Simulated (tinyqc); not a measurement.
UHF in the 6-31g basis, for H3+, spin multiplicity 1, step by step. One step of it, computed by the program tinyqc.

Question. Iteration 12 (converged): orbitals. Diagonalise F' = X^T F X, C = X C', fill 1 alpha and 1 beta electrons from the bottom; D(s) = C_occ C_occ^T. Each column has its largest component positive (the first on a tie).

converged F(alpha) (hartree), lower triangle:
```
           1H 1s      1H 2s      2H 1s      2H 2s      3H 1s      3H 2s
1H 1s  -0.460817
1H 2s  -0.804862  -0.786610
2H 1s  -0.522464  -0.552588  -0.269536
2H 2s  -0.607375  -0.626079  -0.606154  -0.580989
3H 1s  -0.510845  -0.544921  -0.136421  -0.281072  -0.266109
3H 2s  -0.600700  -0.622062  -0.282885  -0.409314  -0.601957  -0.578189
```

converged F(beta) (hartree), lower triangle:
```
           1H 1s      1H 2s      2H 1s      2H 2s      3H 1s      3H 2s
1H 1s  -0.460817
1H 2s  -0.804862  -0.786610
2H 1s  -0.522466  -0.552590  -0.269540
2H 2s  -0.607377  -0.626081  -0.606157  -0.580992
3H 1s  -0.510843  -0.544919  -0.136421  -0.281071  -0.266105
3H 2s  -0.600699  -0.622060  -0.282886  -0.409314  -0.601954  -0.578186
```

X, lower triangle:
```
           1H 1s      1H 2s      2H 1s     2H 2s      3H 1s     3H 2s
1H 1s   1.281927
1H 2s  -0.606277   2.836069
2H 1s  -0.067236  -0.015878   1.262336
2H 2s   0.084412  -1.112367  -0.483765  1.871038
3H 1s  -0.061294  -0.017131   0.017609  0.055411   1.261355
3H 2s   0.081774  -1.095717   0.055937  0.266076  -0.484133  1.855205
```

Give: F' = X^T F X; orbital energies; coefficients C; F' = X^T F X; orbital energies; coefficients C; D(alpha) after iteration 12; D(beta) after iteration 12.

Answer.

F' = X^T F X (alpha) (hartree), lower triangle:
```
         1        2        3        4        5        6
1   0.1598
2  -0.6423   0.0770
3  -0.2895  -0.1552   0.2175
4  -0.0969  -0.1947  -0.5111  -0.0045
5  -0.2782  -0.1555   0.0364  -0.0119   0.2144
6  -0.0979  -0.1928  -0.0118  -0.0882  -0.5101  -0.0067
```

orbital energies (alpha) (hartree): MO1 -1.0028, MO2 -0.3701, MO3 -0.0277, MO4 0.5415, MO5 0.6321, MO6 0.8846

coefficients C (alpha):
```
          MO1      MO2      MO3      MO4      MO5      MO6
1H 1s  0.3515  -0.0031   0.2648  -0.6227   0.0137  -1.2047
1H 2s  0.3845  -0.0039   2.1223   1.0858  -0.0360   2.2399
2H 1s  0.2276  -0.3066  -0.0765  -0.7321   0.8852   0.6039
2H 2s  0.0778  -0.5730  -1.4575   0.2071  -1.0098  -1.2377
3H 1s  0.2242   0.3107  -0.0737  -0.7115  -0.9300   0.5563
3H 2s  0.0785   0.5864  -1.4258   0.1842   1.0722  -1.1795
```

F' = X^T F X (beta) (hartree), lower triangle:
```
         1        2        3        4        5        6
1   0.1598
2  -0.6423   0.0770
3  -0.2895  -0.1552   0.2175
4  -0.0969  -0.1947  -0.5111  -0.0045
5  -0.2782  -0.1555   0.0364  -0.0119   0.2144
6  -0.0979  -0.1928  -0.0118  -0.0882  -0.5101  -0.0067
```

orbital energies (beta) (hartree): MO1 -1.0028, MO2 -0.3701, MO3 -0.0277, MO4 0.5415, MO5 0.6321, MO6 0.8846

coefficients C (beta):
```
          MO1      MO2      MO3      MO4      MO5      MO6
1H 1s  0.3515  -0.0031   0.2648  -0.6227   0.0137  -1.2047
1H 2s  0.3845  -0.0039   2.1223   1.0858  -0.0360   2.2399
2H 1s  0.2276  -0.3066  -0.0765  -0.7321   0.8852   0.6039
2H 2s  0.0778  -0.5730  -1.4575   0.2071  -1.0098  -1.2377
3H 1s  0.2242   0.3107  -0.0737  -0.7115  -0.9300   0.5563
3H 2s  0.0785   0.5864  -1.4258   0.1842   1.0722  -1.1795
```

D(alpha) after iteration 12, lower triangle:
```
        1H 1s   1H 2s   2H 1s   2H 2s   3H 1s   3H 2s
1H 1s  0.1235
1H 2s  0.1352  0.1479
2H 1s  0.0800  0.0875  0.0518
2H 2s  0.0273  0.0299  0.0177  0.0060
3H 1s  0.0788  0.0862  0.0510  0.0174  0.0503
3H 2s  0.0276  0.0302  0.0179  0.0061  0.0176  0.0062
```

D(beta) after iteration 12, lower triangle:
```
        1H 1s   1H 2s   2H 1s   2H 2s   3H 1s   3H 2s
1H 1s  0.1235
1H 2s  0.1352  0.1479
2H 1s  0.0800  0.0875  0.0518
2H 2s  0.0273  0.0299  0.0177  0.0060
3H 1s  0.0788  0.0862  0.0510  0.0174  0.0503
3H 2s  0.0276  0.0302  0.0179  0.0061  0.0176  0.0062
```
